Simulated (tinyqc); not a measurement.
Parabolic quantum dot in a magnetic field (Fock-Darwin): one step. Addition spectrum. Three cases, with inputs chosen for the exercise.

Task: Constant interaction: mu(N) = E_N + (N - 1/2) Ec with the spin-resolved levels filled in order; the addition energy is mu(N + 1) - mu(N).

Two dimensions, V = m w0^2 r^2/2, one valley. hbar wc = 2 muB B/m, W = sqrt(w0^2 + wc^2/4), E(n, l, s) = (2n + |l| + 1) hbar W - l hbar wc/2 + s gs muB B, n = 0, 1, ..., l = 0, +/-1, ..., s = +/-1/2; length lam = sqrt(2c/(m hbar W)), c = hbar^2/2m0.

Constants: muB = 5.788381798e-05 eV/T; hbar^2/2m0 = 3.80998211 eV angstrom^2.

Case 1.

Values chosen (near those of a gate-defined dot in InAs; not measured data): m = 0.0309 m0 (mass); gs = -8.63 (g factor); w0 = 7.2 meV (confinement energy hbar w0); B = 0.8 T (magnetic field); Ec = 3.3 meV (charging energy e^2/C).

Case 2.

Values chosen (near those of a gate-defined dot in Si; not measured data): m = 0.1845 m0 (mass); gs = 1.95 (g factor); w0 = 3.1 meV (confinement energy hbar w0); B = 5.4 T (magnetic field); Ec = 4.7 meV (charging energy e^2/C).

Case 3.

Values chosen (near those of a gate-defined dot in GaAs; not measured data): m = 0.0681 m0 (mass); gs = -0.47 (g factor); w0 = 6.6 meV (confinement energy hbar w0); B = 2.56 T (magnetic field); Ec = 2.8 meV (charging energy e^2/C).

Give: Filling.

Result:

Case 1.

Filling:
```
N   state added  E_N (meV)  mu(N) (meV)  addition energy (meV)
1        (0,0)+      7.154        8.804                  3.700
2        (0,0)-      7.554       12.504                  8.756
3        (0,1)+     13.010       21.260                  3.700
4        (0,1)-     13.410       24.960                  5.898
5       (0,-1)+     16.007       30.857                  3.700
6       (0,-1)-     16.407       34.557                  5.759
7        (0,2)+     18.866       40.316                  3.700
8        (0,2)-     19.266       44.016                  5.898
9        (1,0)+     21.863       49.913                  3.700
10       (1,0)-     22.263       53.613                  5.759
```

The largest addition energy falls at N = 2; at zero field it peaks at the closed shells 2, 6 and 12. Exchange, which the model lacks, would favour parallel spins near level crossings. Ec is an independent input that includes screening by the gates.

Case 2.

Filling:
```
N   state added  E_N (meV)  mu(N) (meV)  addition energy (meV)
1        (0,0)-      3.228        5.578                  5.310
2        (0,0)+      3.837       10.887                  5.929
3        (0,1)-      5.067       16.817                  5.310
4        (0,1)+      5.676       22.126                  5.929
5        (0,2)-      6.905       28.055                  5.310
6        (0,2)+      7.515       33.365                  5.640
7       (0,-1)-      8.455       39.005                  4.989
8        (0,3)-      8.744       43.994                  5.021
9       (0,-1)+      9.064       49.014                  4.989
10       (0,3)+      9.353       54.003                  5.640
```

The largest addition energy falls at N = 2 and 4; at zero field it peaks at the closed shells 2, 6 and 12. Exchange, which the model lacks, would favour parallel spins near level crossings. Ec is an independent input that includes screening by the gates. In Si a second valley, usually less than 1 meV up, adds levels and changes this order.

Case 3.

Filling:
```
N   state added  E_N (meV)  mu(N) (meV)  addition energy (meV)
1        (0,0)+      6.915        8.315                  2.870
2        (0,0)-      6.984       11.184                  7.504
3        (0,1)+     11.688       18.688                  2.870
4        (0,1)-     11.758       21.558                  7.082
5       (0,-1)+     16.040       28.640                  2.870
6       (0,-1)-     16.110       31.510                  3.152
7        (0,2)+     16.462       34.662                  2.870
8        (0,2)-     16.531       37.531                  7.082
9        (1,0)+     20.814       44.614                  2.870
10       (1,0)-     20.883       47.483                  3.152
```

The largest addition energy falls at N = 2; at zero field it peaks at the closed shells 2, 6 and 12. Exchange, which the model lacks, would favour parallel spins near level crossings. Ec is an independent input that includes screening by the gates.

Computed by tinyqc, one run a case: `OMP_NUM_THREADS=1 python tinyqc.py N N+1 out.jsonl` with N = 1252318, 1252376, 1252441; one thread of a shared Intel(R) Xeon(R) Processor @ 2.30GHz, about 0.08 s a run at most.
